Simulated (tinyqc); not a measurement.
From results back to parameters: shallow acceptor in the spherical four-band model. Three cases, with inputs chosen for the exercise.

Problem. The binding energy of the ground state was computed from a hidden mu.

The ground state 1S3/2 has an L = 0 part f(r) and an L = 2 part g(r). In units of Ry* and a*, with Gaussians f_i = exp(-a_i r^2), g_i = r^2 exp(-a_i r^2), A = a_i + a_j and I(n) = Gamma((n + 1)/2)/(2 A^((n + 1)/2)): S_ff = I(2), S_gg = I(6), H_ff = (6 a_i a_j/A) I(2) - 2 I(1), H_gg = (14 a_i a_j/A) I(6) - 2 I(5), H_fg = -mu [15 I(2) - 20 a_j I(4) + 4 a_j^2 I(6)]; each function is then normalised. The split-off band is left out.

Converged values use 22 exponents 2.2^i, i = -7 to 14, for f and for g.

Case 1.

Ry* = 23.981 meV
binding energy = 30.040 meV

Case 2.

Ry* = 3.830 meV
binding energy = 8.731 meV

Case 3.

Ry* = 3.984 meV
binding energy = 11.235 meV

Find: binding in Ry*; mu; heavy/light mass ratio (1 + mu)/(1 - mu).

Solution. The binding in Ry* rises steadily with mu, so bisection finds one value.

Case 1.

binding in Ry* = 1.253
mu = 0.469
heavy/light mass ratio (1 + mu)/(1 - mu) = 2.8

Case 2.

binding in Ry* = 2.280
mu = 0.768
heavy/light mass ratio (1 + mu)/(1 - mu) = 7.6

Case 3.

binding in Ry* = 2.820
mu = 0.820
heavy/light mass ratio (1 + mu)/(1 - mu) = 10.1

Computed by tinyqc, one run a case: `OMP_NUM_THREADS=1 python tinyqc.py N N+1 out.jsonl` with N = 1282130, 1282181, 1282340; one thread of a shared Intel(R) Xeon(R) Processor @ 2.30GHz, about 0.05 s a run at most.
